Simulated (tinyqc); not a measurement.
Arrhenius fit: deep-level transient spectroscopy (DLTS) of one majority-carrier trap. Computed by tinyqc, a small Python program. Command: `OMP_NUM_THREADS=1 python tinyqc.py 3009546 3009547 out.jsonl dlts walk`. One thread of a shared host (Intel(R) Xeon(R) Processor @ 2.30GHz), about 0.07 s of CPU time with the checks.

A filling pulse loads the traps in a one-sided junction; under reverse bias they empty at the rate e, and the capacitance relaxes as C(t) = C_0 - dC exp(-e t). The signal is S = [C(t_2) - C(t_1)]/dC.

Inputs (values chosen for the exercise, with mass and screening modelled on germanium):
```
quantity                    value  unit
density-of-states mass m    0.218   m_0
valleys M                       4     -
trap depth E_t              0.262    eV
cross-section sigma_0     1.5e-17  cm^2
degeneracy ratio g              1     -
gate time t_1               0.002     s
ratio t_2/t_1                   4     -
```

Carriers: electrons. Extra term: none.

Constants: k_B = 8.617333262e-05 eV/K; k_B = 1.380649e-23 J/K; m_0 = 9.1093837015e-31 kg; h = 6.62607015e-34 J s.

Method:
- e = g sigma v N_b exp(-E/k_B T), v = sqrt(3 k_B T/m), N_b = 2 M (2 pi m k_B T/h^2)^(3/2), sigma = sigma_0, E = E_t.
- S(e) = exp(-e t_1) - exp(-e t_2) peaks at the rate window e_0 = ln(t_2/t_1)/(t_2 - t_1).
- t_1 is scaled by 0.1, 0.3, 1, 3, 10 and 30 at fixed t_2/t_1; each T_p by bisection.
- Least squares of ln(e_0/T_p^2) on 1/(k_B T_p): slope -E_a, intercept ln(gamma sigma_a) with gamma = v N_b/T^2 = sqrt(3 k_B/m) 2 M (2 pi m k_B/h^2)^(3/2). For comparison, the slope of ln e_0 alone.

Arrhenius data:
```
t_1 (s)    e_0 (1/s)  T_p (K)  1/(k_B T_p) (1/eV)  ln(e_0/T_p^2)
0.0002   2.31049e+03  221.658             52.3532       -3.05706
0.0006   7.70164e+02  207.118             56.0285       -4.01998
0.0020   2.31049e+02  193.120             60.0896       -5.08400
0.0060   7.70164e+01  181.824             63.8227       -6.06206
0.0200   2.31049e+01  170.804             67.9407       -7.14098
0.0600   7.70164e+00  161.802             71.7206       -8.13131
```

apparent depth E_a = 0.262 eV

intercept = 10.659

gamma = 2.8396e+21 cm^-2 s^-1 K^-2

apparent cross-section = 1.50e-17 cm^2

slope without T^2 = 0.29445 eV

What follows from these numbers?

The apparent depth is 0.2620 eV against E_t = 0.262 eV, and the apparent cross-section is 1.00 times sigma_0: both inputs are recovered. Leaving out the T^2 factor overstates the slope by 32 meV, about 2 k_B T_p.

Extremes, crossings and ranges named in words are read from the listed rows.
